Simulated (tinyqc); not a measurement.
## Junction parameters from two forward currents

Inverse problem. D(v) = J1 (exp(v/Vt) - 1) + J2 (exp(v/(2 Vt)) - 1). Find J1, J2 and the voltage 2 Vt ln(J2/J1) near which both parts are equal.

Parameters, values chosen for the exercise: temperature T = 398 K.

Constants: q = 1.602176634e-19 C, kB = 1.380649e-23 J/K, Vt = kB T/q. Results are converted to the units shown.

junction voltages (V): 0.33  0.63
currents (uA/um): 3.1699154e-6  2.6568134e-4

Answer. The current is linear in J1 and J2, so two points give two equations.

J1 = 1.30e-13 uA/um
J2 = 2.60e-8 uA/um
crossover = 0.837 V

Numbers from tinyqc (`OMP_NUM_THREADS=1 python tinyqc.py 2182222 2182223 out.jsonl`; about 0.2 s on one thread of a shared Intel Xeon 2.30GHz).
